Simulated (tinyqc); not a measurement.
Plane-wave Kohn-Sham cycle with exchange-only LDA in a layered model solid, step by step. Computed by tinyqc, a small Python program that keeps every step. Settings: points = 16, plane-wave index or count = 3, electrons = 2, k points = 4, area = 19.0, mixing = 0.1, iteration cap = 65. Command: `OMP_NUM_THREADS=1 python tinyqc.py 21232 21233 out.jsonl` (the two numbers bound the seeds that draw the settings). One thread of a shared host (Intel(R) Xeon(R) Processor @ 2.60GHz), about 0.06 s of CPU time with the checks.

A solid whose potential varies along x alone (atomic units):
```
parameter                      value
period a                   11.000000
cross-section of the cell  19.000000
electrons per cell                 2
grid points                       16
plane waves -n..n, n               3
k points                           4
V1 in V1 cos(2 pi x/a)     -0.500000
```

Stop when sqrt(dV sum R^2) is below 1e-8, dV = a A/N.

Course of the cycle:
```
iteration  E (hartree)  norm of the residual
1          -0.93127424              1.77e-01
2          -0.85768781              1.55e-01
3          -0.79933769              1.35e-01
4          -0.75381063              1.18e-01
5          -0.71875728              1.01e-01
6          -0.69209665              8.72e-02
7          -0.67206020              7.47e-02
8          -0.65718070              6.37e-02
9          -0.64626246              5.41e-02
10         -0.63834613              4.59e-02
11         -0.63267374              3.88e-02
...                ...                   ...
55         -0.61991487              3.27e-04
56         -0.61991492              2.95e-04
57         -0.61991496              2.66e-04
58         -0.61991499              2.40e-04
59         -0.61991502              2.17e-04
60         -0.61991504              1.95e-04
61         -0.61991506              1.76e-04
62         -0.61991507              1.59e-04
63         -0.61991508              1.43e-04
64         -0.61991509              1.29e-04
65         -0.61991510              1.17e-04
```

Can the last value be used, and what does the course show?

Not by the stop rule, although the second column moves by less than 1e-07 over the last three steps. Not converged within 65 iterations: the residual falls steadily but slowly, by a factor of about 0.90 a step. Reruns (cap 100 unless said): mixing 0.5, Kerker q0 1.0: converged in 87 (E = -0.61992); mixing 0.3, Pulay depth 5: converged in 11 (E = -0.61992); the original settings with a cap of 400: converged in 157 (E = -0.61992).
